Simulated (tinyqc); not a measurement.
Inside a calculation. Model: dopant redistribution at a moving silicon-oxide interface during parabolic oxidation. Computed by tinyqc, a small Python program that keeps every step. Command: `OMP_NUM_THREADS=1 python tinyqc.py 3029980 3029981 out.jsonl segox walk`. One thread of a shared host (Intel(R) Xeon(R) Processor @ 2.30GHz), about 0.01 s of CPU time with the checks. Intermediate numbers are printed to about 6 digits and carried at full precision; extremes and crossings named in words are read from the listed rows.

Uniformly doped silicon is oxidised with x_ox = sqrt(B t); the interface advances into the silicon by alpha x_ox, alpha = 0.44. The dopant does not move in the oxide, and at the interface C(silicon) = m C(oxide).

Inputs (values chosen for the exercise, modelled on phosphorus in silicon under steam):
```
quantity                                           value    unit
dopant prefactor D0                                 5.58  cm^2/s
dopant activation energy E                          3.68      eV
oxidation prefactor B0                               413  um^2/h
oxidation activation energy E_B                    0.787      eV
segregation coefficient m = C(silicon)/C(oxide)       11       -
bulk doping C_B                                  1.8e+16  1/cm^3
temperature T                                       1200       C
time t                                               5.8       h
```

Constants: k_B = 8.617333262e-05 eV/K.

## Rates

D = D0 exp(-E/(k_B T)), converted with 1 cm^2/s = 3.6e11 um^2/h; B = B0 exp(-E_B/(k_B T)); s = alpha sqrt(B/(4 D)), the interface advance over 2 sqrt(D t). Temperatures in kelvin are T(C) + 273.15.

D = 0.516805 um^2/h

B = 0.838595 um^2/h

s = 0.280243

oxide thickness = 2.20541 um

diffusion length 2 sqrt(D t) = 3.46264 um

Diffusion outruns the interface. Caution: parabolic growth needs an oxide much thicker than the Deal-Grove length A, which fails for thin films and low temperatures; oxidation-enhanced or retarded diffusion is ignored.

## Interface concentration

With the dopant diffusivity D and s = alpha x_ox/(2 sqrt(D t)), in the silicon C = C_B + (C_s - C_B) erfc(y/(2 sqrt(D t)))/erfc(s), y from the original surface. Dopant balance at the interface gives C_s/C_B = 1/[1 + (1/(m alpha) - 1) g], g = sqrt(pi) s exp(s^2) erfc(s).

g = 0.371741

ratio C_s/C_B = 1.41831

C_s in the silicon = 2.55296e+16 1/cm^3

concentration in the oxide = 2.32087e+15 1/cm^3

m alpha = 4.840: the oxide rejects dopant, which piles up in the silicon. For a very fast interface the ratio would tend to m alpha.

## Dose moved

Consumed silicon held alpha x_ox C_B; the oxide holds x_ox times the dopant concentration in the oxide; the difference is the excess in the silicon; 1 um = 1e-4 cm.

dopant in the consumed silicon = 1.74669e+12 1/cm^2

dopant in the oxide = 5.11848e+11 1/cm^2

excess in the silicon = 1.23484e+12 1/cm^2

## Profile below the interface

Depths z are counted from the present interface: y/(2 sqrt(D t)) = s + z/(2 sqrt(D t)); take z/(2 sqrt(D t)) = 0, 0.05, 0.1, 0.2, 0.3, 0.5, 0.75, 1, 1.5.

Profile:
```
z/(2 sqrt(D t))   z (um)    C/C_B
0.00             0.00000  1.41831
0.05             0.17313  1.38724
0.10             0.34626  1.35717
0.20             0.69253  1.30051
0.30             1.03879  1.24903
0.50             1.73132  1.16315
0.75             2.59698  1.08774
1.00             3.46264  1.04245
1.50             5.19396  1.00714
```

## Temperature and segregation coefficient

The formulas are those given above.

C_s/C_B:
```
T (C)        s   this m   m = 0.2  m = 1/alpha   m = 10
850    9.76422  4.74589  0.088416            1  4.32408
900    5.16419  4.53064  0.089451            1  4.14915
950    2.87728  4.03662  0.092366            1  3.74080
1000   1.67848  3.28341  0.099165            1  3.09912
1050   1.01985  2.53506  0.112236            1  2.43762
1100   0.64257  1.98553  0.133624            1  1.93585
1150   0.41821  1.63463  0.164707            1  1.60806
1200   0.28024  1.41831  0.206076            1  1.40302
```

s falls from 9.76 to 0.280 as T rises, because diffusion has the larger activation energy (3.68 against 0.787 eV); the ratio for this m moves from 4.746 to 1.418, towards 1. At m = 1/alpha the oxide takes exactly what the silicon held, and nothing moves. The ratio does not depend on time, since both lengths grow as sqrt(t).

Checks made by the program: excess against the integral of the profile (relative difference below 1e-10).
